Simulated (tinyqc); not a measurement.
Inputs raised by 10 %, one at a time: field-effect mobility of a thin-film transistor with band-tail and deep states (multiple trapping). Computed by tinyqc, a small Python program. Command: `OMP_NUM_THREADS=1 python tinyqc.py 3014764 3014765 out.jsonl tft sens`. One thread of a shared host (Intel(R) Xeon(R) Processor @ 2.30GHz), about 0.1 s of CPU time with the checks.

A thick film in accumulation at small drain voltage. Only free electrons move; trapped ones still screen the gate. N_c and mu_0 are held fixed when T changes, leaving out the T^(3/2) growth of N_c. x = E_0 - psi is the distance of the Fermi level below the band edge.

Inputs (values chosen for the exercise, modelled on nanocrystalline ZnO):

| quantity | value | unit |
|---|---|---|
| permittivity eps | 8.5 | - |
| effective density of states N_c | 3.6e+18 | 1/cm^3 |
| band mobility mu_0 | 44 | cm^2/(V s) |
| tail density at the edge g_t | 1e+20 | 1/(eV cm^3) |
| tail width E_t | 55 | meV |
| flat-band Fermi level below the edge, E_0 | 0.6 | eV |
| equivalent oxide thickness t | 22 | nm |
| surface band bending psi_s as a fraction of E_0 | 0.82 | - |
| temperature T | 250 | K |

Deep states: none.

Constants: k_B = 8.617333262e-05 eV/K; e = 1.602176634e-19 C; eps_0 = 8.8541878128e-12 F/m.

Method:
- F_j(eta) = int_0^infinity x^j/(1 + exp(x - eta)) dx, without a gamma-function factor.
- Integrals over x = E/(k_B T) use 160 Gauss-Legendre points in u = sqrt(x) from 0 to sqrt(max(eta, 0) + 32).
- Free n(x) = N_c (2/sqrt(pi)) F_1/2(-x/k_B T), with F_1/2 from its two-term series in exp(-x/k_B T) for x >= 12 k_B T; tail n_t(x) = int_0^1.2eV g_t exp(-E/E_t)/(1 + exp((x - E)/k_B T)) dE, E counted down from the edge, 120 Gauss-Legendre points; space charge rho(psi) = n + n_t less its value at psi = 0.
- Poisson: F(psi) = sqrt((2 e/(eps eps_0)) int_0^psi rho dpsi'); V_G - V_FB = psi_s + eps F(psi_s) t/3.9; free sheet density N_f = int (n - n(E_0))/F dpsi; induced sheet density N_i = eps eps_0 F(psi_s)/e; trapezoid rule on 301 even points in psi, the first interval left out of N_f.
- mu_eff = mu_0 N_f/N_i; field-effect mobility mu_FE = mu_0 e (dN_f/dV_G)/C_ox and swing S = dV_G/dlog10(N_f), by a central difference of +/- 2 mV in psi_s; C_ox = 3.9 eps_0/t.

Runs:

| input moved | from | to | effective mobility mu_eff (cm^2/(V s)) | V_G - V_FB (V) | swing S (mV/decade) | free sheet density N_f (1/cm^2) |
|---|---|---|---|---|---|---|
| base run | - | - | 0.25481 | 1.2281 | 475.98 | 4.1765e+09 |
| effective density of states N_c (1/cm^3) | 3.6e+18 | 3.96e+18 | 0.28009 | 1.2285 | 476.86 | 4.5930e+09 |
| band mobility mu_0 (cm^2/(V s)) | 44 | 48.4 | 0.28030 | 1.2281 | 475.98 | 4.1765e+09 |
| tail density at the edge g_t (1/(eV cm^3)) | 1e+20 | 1.1e+20 | 0.23180 | 1.2638 | 495.35 | 3.9831e+09 |
| tail width E_t (meV) | 55 | 60.5 | 0.18117 | 1.3557 | 493.65 | 3.4841e+09 |
| equivalent oxide thickness t (nm) | 22 | 24.2 | 0.25481 | 1.3018 | 517.39 | 4.1765e+09 |
| temperature T (K) | 250 | 275 | 0.42738 | 1.2496 | 548.84 | 7.2093e+09 |
| permittivity eps | 8.5 | 9.35 | 0.25481 | 1.2641 | 496.19 | 4.3804e+09 |

Exponents ln(y'/y) / ln(x'/x):

| input | effective mobility mu_eff | V_G - V_FB | swing S | free sheet density N_f |
|---|---|---|---|---|
| effective density of states N_c | 0.992 | 0.003 | 0.019 | 0.997 |
| band mobility mu_0 | 1.000 | 0.000 | 0.000 | 0.000 |
| tail density at the edge g_t | -0.993 | 0.300 | 0.419 | -0.497 |
| tail width E_t | -3.579 | 1.037 | 0.383 | -1.902 |
| equivalent oxide thickness t | 0.000 | 0.611 | 0.875 | 0.000 |
| temperature T | 5.426 | 0.182 | 1.495 | 5.728 |
| permittivity eps | 0.000 | 0.303 | 0.436 | 0.500 |

Among the inputs moved here: effective mobility mu_eff answers most in size to temperature T (exponent +5.426), next to tail width E_t (-3.579); its exponent is below 0.0005 for equivalent oxide thickness t, permittivity eps. Its exponent +1.000 in band mobility mu_0: trapping only scales mu_0. Its exponent -0.993 in tail density at the edge g_t: the tail holds nearly all the charge. V_G - V_FB answers most in size to tail width E_t (exponent +1.037), next to equivalent oxide thickness t (+0.611); its exponent is below 0.0005 for band mobility mu_0. Swing S answers most in size to temperature T (exponent +1.495), next to equivalent oxide thickness t (+0.875); its exponent is below 0.0005 for band mobility mu_0. Free sheet density N_f answers most in size to temperature T (exponent +5.728), next to tail width E_t (-1.902); its exponent is below 0.0005 for band mobility mu_0, equivalent oxide thickness t.
